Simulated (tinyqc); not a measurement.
Vibrations of a mass or spring defect in a linear chain: one step, computed by the program tinyqc. Command: `OMP_NUM_THREADS=1 python tinyqc.py 3021309 3021310 out.jsonl localmode walk`. One thread of a shared host (Intel(R) Xeon(R) Processor @ 2.30GHz), about 0.01 s of CPU time with the checks.

A ring of N atoms with nearest-neighbour springs k and motion along the chain. Atom 1 is the defect, of mass M', and its two springs are k'. Odd sites are A (the defect replaces an A atom), even sites B.

Task: Dynamical matrix of the ring. D_ii = (sum of the two springs at i)/M_i, D_ij = -k_ij/sqrt(M_i M_j) for neighbours, closed into a ring.

Inputs (values chosen for the exercise, for a model chain):

| quantity | value | unit |
|---|---|---|
| spring constant k | 12.1 | eV/angstrom^2 |
| mass M_A | 115 | u |
| mass M_B | 299 | u |
| defect mass M' | 26.6 | u |
| spring ratio k'/k at the defect | 1.2 | - |
| atoms in the ring N | 12 | - |

Host: diatomic.

Give: D.

Result:

D (eV/(angstrom^2 u)):
```
         1       2       3       4       5       6       7       8
1    1.092  -0.163   0.000   0.000   0.000   0.000   0.000   0.000
2   -0.163   0.089  -0.065   0.000   0.000   0.000   0.000   0.000
3    0.000  -0.065   0.210  -0.065   0.000   0.000   0.000   0.000
4    0.000   0.000  -0.065   0.081  -0.065   0.000   0.000   0.000
5    0.000   0.000   0.000  -0.065   0.210  -0.065   0.000   0.000
6    0.000   0.000   0.000   0.000  -0.065   0.081  -0.065   0.000
7    0.000   0.000   0.000   0.000   0.000  -0.065   0.210  -0.065
8    0.000   0.000   0.000   0.000   0.000   0.000  -0.065   0.081
9    0.000   0.000   0.000   0.000   0.000   0.000   0.000  -0.065
10   0.000   0.000   0.000   0.000   0.000   0.000   0.000   0.000
11   0.000   0.000   0.000   0.000   0.000   0.000   0.000   0.000
12  -0.163   0.000   0.000   0.000   0.000   0.000   0.000   0.000

         9      10      11      12
1    0.000   0.000   0.000  -0.163
2    0.000   0.000   0.000   0.000
3    0.000   0.000   0.000   0.000
4    0.000   0.000   0.000   0.000
5    0.000   0.000   0.000   0.000
6    0.000   0.000   0.000   0.000
7    0.000   0.000   0.000   0.000
8   -0.065   0.000   0.000   0.000
9    0.210  -0.065   0.000   0.000
10  -0.065   0.081  -0.065   0.000
11   0.000  -0.065   0.210  -0.065
12   0.000   0.000  -0.065   0.089
```
